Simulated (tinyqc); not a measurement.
Inversion-layer mobility, back-scattering and ballistic limit of a field-effect transistor: one step, computed by the program tinyqc. Command: `OMP_NUM_THREADS=1 python tinyqc.py 3021808 3021809 out.jsonl mos walk`. One thread of a shared host (Intel(R) Xeon(R) Processor @ 2.30GHz), about 0.01 s of CPU time with the checks.

The charge at the top of the source barrier is fixed by the gate; series resistance and short-channel effects are left out. F_j are Fermi integrals normalised to exp(eta) in the classical limit.

Task: Ballistic limit. F_j(eta) = (1/Gamma(j + 1)) int_0^infinity x^j/(1 + exp(x - eta)) dx, F_0 = ln(1 + exp(eta)). Integrals over x = E/(k_B T) use 160 Gauss-Legendre points in u = sqrt(x) from 0 to sqrt(max(eta, 0) + 32). Ballistic channel: N_2D = g_v m k_B T/(pi hbar^2), U = e V_D/(k_B T); eta_F solves N_inv = (N_2D/2)[F_0(eta_F) + F_0(eta_F - U)]; v_T = sqrt(2 k_B T/(pi m)); I/W = e (N_2D/2) v_T [F_1/2(eta_F) - F_1/2(eta_F - U)]; injection velocity v_T F_1/2(eta_F)/F_0(eta_F).

Inputs (values chosen for the exercise, modelled on a silicon n-channel): transport mass m = 0.18 m_0; valley degeneracy g_v = 2; drain voltage V_D = 0.95 V; temperature T = 200 K.

Statistics at the top of the barrier: Fermi-Dirac.

inversion density N_inv = 6.187729e+12 1/cm^2

Constants: m_0 = 9.1093837015e-31 kg; k_B = 1.380649e-23 J/K; hbar = 1.054571817e-34 J s; k_B = 8.617333262e-05 eV/K; e = 1.602176634e-19 C.

Give: N_2D; eta_F; thermal velocity v_T; injection velocity; ballistic current I/W.

Result:

N_2D = 2.592e+12 1/cm^2

eta_F = 4.766

thermal velocity v_T = 1.035 1e7 cm/s

injection velocity = 1.794 1e7 cm/s

ballistic current I/W = 1779 microampere/micrometre

Degeneracy raises the injection velocity by a factor 1.73.
